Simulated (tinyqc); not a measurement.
# Off-state leakage of single and stacked transistors: effects of single changes

n-channel devices of unit width. Subthreshold current I(Vg, Vs, Vd) = I0 (T/300 K)^0.5 exp[(Vg - Vs - VT(T) - gb (Vs - Vb) + dd (Vd - Vs))/(nf Vt)] (1 - exp(-(Vd - Vs)/Vt)), VT(T) = VT - cT (T - 300 K). Gate-edge tunnelling Ig (Vd/1 V) exp(ag (Vd - 1 V)), for a gate at 0 V, and band-to-band leakage Ab u exp(-Bb/u), u = Vd - Vb + 1 V, flow at a drain held at V; both are taken as independent of T. In a stack of off transistors (all gates at 0 V) the same subthreshold current passes through each.

Inputs (values chosen for the exercise); values of the order met in bulk silicon logic transistors: temperature T = 358 K; supply voltage V = 1.2 V; threshold at 300 K, zero drain and body bias VT = 0.38 V; fall of the threshold with temperature cT = 0.7 mV/K; current at threshold at 300 K I0 = 0.39 uA/um; slope factor nf = 1.5; drain-induced lowering per volt dd = 0.06; rise of the threshold per volt of source-body bias gb = 0.24; gate-edge tunnelling current at 1 V Ig = 0.0001 uA/um; exponential slope of the gate current ag = 4.6 1/V; prefactor of band-to-band leakage at the drain Ab = 100 uA/(um V); its exponential voltage Bb = 25 V; body voltage Vb = 0 V.

Constants: q = 1.602176634e-19 C, kB = 1.380649e-23 J/K, Vt = kB T/q. Results are converted to the units shown.

Each table varies one quantity; the others keep the values above.

## Subthreshold current against the height of the stack

All n gates at 0 V, bottom source at 0 V, top drain at V; node voltages follow from equal currents.

Result of one run:

| n | I (nA/um) | reduction factor | drain voltage of the bottom device (mV) | source voltage of the top device (mV) | voltage across the top device (V) |
|---|---|---|---|---|---|
| 4 | 0.09964 | 13.23 | 13.39 | 91.92 | 1.108 |

What becomes of these results when the number of transistors in series n is changed from 4 to 3, all else the same?

Result of the changed run:

| n | I (nA/um) | reduction factor | drain voltage of the bottom device (mV) | source voltage of the top device (mV) | voltage across the top device (V) |
|---|---|---|---|---|---|
| 3 | 0.1429 | 9.220 | 21.38 | 79.07 | 1.121 |

The whole series:

| n | I (nA/um) | reduction factor | drain voltage of the bottom device (mV) | source voltage of the top device (mV) | voltage across the top device (V) |
|---|---|---|---|---|---|
| 1 | 1.318 | 1.000 | 1200 | 0 | 1.200 |
| 2 | 0.2549 | 5.170 | 58.48 | 58.48 | 1.142 |
| 3 | 0.1429 | 9.220 | 21.38 | 79.07 | 1.121 |
| 4 | 0.09964 | 13.23 | 13.39 | 91.92 | 1.108 |
| 5 | 0.07657 | 17.21 | 9.789 | 101.3 | 1.099 |
| 6 | 0.06222 | 21.18 | 7.725 | 108.7 | 1.091 |

The second transistor cuts the current by a factor of 5.17, the third by a further 1.78 and the sixth by 1.23. The top device keeps 90.9 % of the supply at n = 6, while the drain voltage of the bottom one falls to 0.250 Vt.

## Leakage components against the threshold

Same model as above.

One transistor with Vg = Vs = 0, Vd = V; stack factor I(one)/I(two in series).

The same in every row: gate edge (nA/um) = 0.3011; band-to-band (nA/um) = 2.554; stack factor = 5.170.

Leakage components against the threshold:

| VT (V) | subthreshold (nA/um) | total (nA/um) | largest part |
|---|---|---|---|
| 0.15 | 189.9 | 192.7 | subthreshold |
| 0.2 | 64.45 | 67.30 | subthreshold |
| 0.25 | 21.87 | 24.73 | subthreshold |
| 0.3 | 7.425 | 10.28 | subthreshold |
| 0.35 | 2.520 | 5.376 | band-to-band |
| 0.4 | 0.8554 | 3.711 | band-to-band |
| 0.45 | 0.2904 | 3.146 | band-to-band |
| 0.5 | 0.09855 | 2.954 | band-to-band |
| 0.55 | 0.03345 | 2.889 | band-to-band |
| 0.6 | 0.01135 | 2.867 | band-to-band |

As VT goes from 0.15 to 0.6, the total leakage falls from 193 to 2.87 nA/um. The subthreshold part leads at VT = 0.15, the band-to-band part from 0.35 on. The reduction by a stack of two stays at 5.17, for the subthreshold part alone. For VT = 0.15, 0.2, 0.25 the gate is within about 3 nf Vt of threshold, where the exponential law overstates the current.

Program tinyqc, `OMP_NUM_THREADS=1 python tinyqc.py 2242208 2242209 out.jsonl`; Intel Xeon 2.30GHz, shared host, one thread, about 0.04 s.
